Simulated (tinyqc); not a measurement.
## Deep-level transient spectroscopy: the DLTS spectrum

Schottky contact on an n-type layer with shallow donors Nd (all ionised) and a donor-like deep trap, neutral when filled and positive when empty; depletion approximation. Traps within lam of the depletion edge stay filled. A long pulse to Vp fills the traps beyond x1 = Wp - lam; back at Vr those between x1 and x2 = Wr - lam emit. A rate window reads S = C(t2) - C(t1).

Emission rate en = sn vth(T) Nc(T) exp(-Et/kB T) = sn g T^2 exp(-Et/kB T), g = vth Nc/(300 K)^2, as vth goes as T^0.5 and Nc as T^1.5 (degeneracy factor 1). lam = sqrt(2 eps0 eps_r (EF - ET)/(q Nd)), EF - ET = Et - (kB T/q) ln(Nc(T)/Nd), Nc(T) = Nc (T/300 K)^1.5. In the steady state at the band bending V, 2 eps0 eps_r V/q = Nd W^2 + Nt (W - lam)^2 (the second term only if W > lam). W(t)^2 = Wr^2 + (Nt/Nd)(x2^2 - x1^2) exp(-en t), C = eps0 eps_r/W; for small Nt, dC/C = -(Nt/2 Nd) G exp(-en t) with G = (x2^2 - x1^2)/Wr^2. For an exponential transient S peaks where en = ew = ln(t2/t1)/(t2 - t1).

Inputs (values chosen for the exercise); material values close to those of 4H silicon carbide: relative permittivity eps_r = 9.66; conduction-band density of states at 300 K Nc = 1.69e19 cm^-3; thermal velocity at 300 K vth = 1.9e7 cm/s; shallow donor density Nd = 1.1e16 cm^-3; built-in voltage Vbi = 0.93 V; depth of the trap below the conduction edge Et = 0.26 eV; capture cross-section sn = 7.3e-14 cm^2; trap density Nt = 7.4e14 cm^-3; reverse bias Vr = 2.6 V; reverse bias during the filling pulse Vp = 0 V; first sampling time t1 = 1 ms; second sampling time t2 = 2 ms.

Constants: q = 1.602176634e-19 C, kB = 1.380649e-23 J/K, eps0 = 8.8541878128e-14 F/cm where lengths are in cm. Results are converted to the units shown.

The DLTS spectrum:
```
T (K),en (1/s),S (pF/cm^2)
112,6.5264,1.5283
116,17.725,4.0967
121,56.496,12.400
125,133.91,26.390
129,301.44,46.895
134,778.50,61.666
138,1585.8,41.004
143,3657.3,6.3907
147,6862.2,0.26686
151,12471,9.8220e-4
156,25255,2.7661e-9
160,43085,0
```

S goes from 1.53 through a maximum of 61.7 (at T = 134 K among the rows listed) to 0 pF/cm^2; en equals ew = 693 1/s at 133.4 K. Colder, the trap has hardly emitted by t2; warmer, it is empty before t1. Rows above half of the largest S span 129 to 138 K.

Computed by the program tinyqc: `OMP_NUM_THREADS=1 python tinyqc.py 2050129 2050130 out.jsonl`, one thread of a shared Intel Xeon 2.30GHz, about 0.01 s for the whole run.
